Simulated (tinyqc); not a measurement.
Inside a calculation. Model: implant damage, amorphisation by cascade overlap, and solid-phase epitaxial regrowth. Computed by tinyqc, a small Python program that keeps every step. Command: `OMP_NUM_THREADS=1 python tinyqc.py 3111719 3111720 out.jsonl sper walk`. One thread of a shared host (Intel(R) Xeon(R) Processor @ 2.30GHz), about 0.01 s of CPU time with the checks. Intermediate numbers are printed to about 6 digits and carried at full precision; extremes and crossings named in words are read from the listed rows.

Range and width of the damage are inputs. Dynamic annealing enters only through the surviving share f.

Inputs (values chosen for the exercise, modelled on indium ions in germanium):
```
quantity                            value    unit
atomic density N                     44.2  1/nm^3
ion Z1                                 49       -
ion mass M1                         114.8       u
target Z2                              32       -
target mass M2                      72.63       u
ion energy E                          220     keV
displacement energy E_d                16      eV
depth of the damage peak R_d           68      nm
width of the damage profile s_d        40      nm
share of defects that survive f      0.65       -
critical displaced share x_c         0.14       -
dose Q                              1e+14  1/cm^2
overlaps needed n                       1       -
area amorphised by one track A_i     0.93    nm^2
regrowth prefactor v0             3.3e+16    nm/s
regrowth energy E_a                  2.16      eV
anneal temperature                    485       C
rate relative to (100)               0.33       -
peak enhancement by the dopant        5.2       -
ramp rate                              21     K/s
```

Constants: a_0 = 0.529177210903 angstrom; e^2/(4 pi eps_0) = 14.39964548 eV angstrom; k_B = 8.617333262e-05 eV/K.

## Damage energy and displacements per ion

Robinson partition: eps = E a M2/(Z1 Z2 (e^2/(4 pi eps_0)) (M1 + M2)), a = 0.8853 a_0/sqrt(Z1^(2/3) + Z2^(2/3)); k = 0.0793 Z1^(2/3) Z2^(1/2) (M1 + M2)^(3/2)/((Z1^(2/3) + Z2^(2/3))^(3/4) M1^(3/2) M2^(1/2)); damage energy T_d = E/(1 + k (eps + 0.40244 eps^(3/4) + 3.4008 eps^(1/6))); displacements nu = 0.8 T_d/(2 E_d).

reduced energy eps = 0.365122

k = 0.137896

damage energy T_d = 149.367 keV

T_d/E = 0.678942

displacements per ion nu = 3734.18

32 % of the energy goes to electrons.

## The amorphous layer

Displaced share x(z) = f nu Q exp(-(z - R_d)^2/(2 s_d^2))/(sqrt(2 pi) s_d N); the layer is amorphous where x > x_c, between R_d -/+ s_d sqrt(2 ln(x_max/x_c)), the upper edge being cut at the surface. Threshold dose Q_c = Q x_c/x_max.

peak displaced share x_max = 0.547692

threshold dose Q_c = 2.55618e+13 1/cm^2

upper edge = 1.93164 nm

lower edge = 134.068 nm

The layer is buried, so it regrows from both sides and the two fronts meet in a defect plane.

## Damage left below the interface

Displaced atoms per area beyond the lower edge z2: f nu Q (1/2) erfc((z2 - R_d)/(sqrt2 s_d)); they are not removed by regrowth.

share of the damage beyond z2 = 0.0492969

displaced atoms beyond z2 = 1.19654e+16 1/cm^2

## Layer against dose

The formulas are those given above.

Dose series; the last column is f nu Q erfc((z2 - R_d)/(sqrt2 s_d))/2:
```
Q (1/cm^2)    x_max  upper edge (nm)  lower edge (nm)  displaced atoms beyond z2 (1/cm^2)
2.81e+13    0.15390          50.5947           85.405                         2.26258e+16
3.83e+13    0.20977          32.0289          103.971                         1.71285e+16
6.39e+13    0.34998          13.8529          122.147                         1.36363e+16
1.02e+14    0.55865           1.4538          134.546                         1.19061e+16
1.79e+14    0.98037           0.0000          146.918                         1.05360e+16
3.07e+14    1.68142           0.0000          157.187                         9.60071e+15
6.39e+14    3.49975           0.0000          169.490                         8.66453e+15
1.28e+15    7.01046           0.0000          179.907                         7.99553e+15
```

A dose 46 times larger moves the lower edge from 85.4 to 180 nm, as the root of a logarithm, and the damage beyond it falls by a factor 2.8, since the edge lies on an ever steeper tail. The layer reaches the surface at Q_c exp(R_d^2/(2 s_d^2)) = 1.08e14 per cm^2.

## Overlap model

Gibbons model: a point turns amorphous after n + 1 hits; with y = A_i Q the amorphous share is 1 - exp(-y) sum_(k=0..n) y^k/k!. Doses are set by y.

Amorphous share:
```
y     Q (1/cm^2)  direct impact (n = 0)   given n
0.1  1.07527e+13               0.095163  0.004679
0.3  3.22581e+13               0.259182  0.036936
0.6  6.45161e+13               0.451188  0.121901
1.0  1.07527e+14               0.632121  0.264241
2.0  2.15054e+14               0.864665  0.593994
3.0  3.22581e+14               0.950213  0.800852
5.0  5.37634e+14               0.993262  0.959572
8.0  8.60215e+14               0.999665  0.996981
```

At small y the share grows as y^2; between the first rows the exponent is 1.88.

## Isothermal regrowth

v = v0 x orientation factor x exp(-E_a/(k_B T)) x [1 + (enhancement - 1) exp(-(z - R_d)^2/(2 s_d^2))], T = anneal temperature + 273.15 K; the dopant is taken to follow the damage profile; the lower front moves from the lower edge z2 to the surface, or to the middle (z1 + z2)/2 of a buried layer with upper edge z1; time = int dz/v; the equivalent undoped distance is that time times the undoped velocity.

undoped velocity = 47.6976 nm/s

distance to regrow = 66.0684 nm

time without enhancement = 1.38515 s

equivalent undoped distance = 18.4790 nm

time with enhancement = 0.387421 s

The rate doubles for each 16 K or so near this temperature.

## Regrowth during a ramp

On a linear ramp from 200 C regrowth ends at the T_f where int v_undoped dT/(ramp rate) equals the equivalent undoped distance.

temperature at which regrowth ends = 464.359 C

Checks made by the program: tail against quadrature of x(z) N (relative difference below 1e-10).
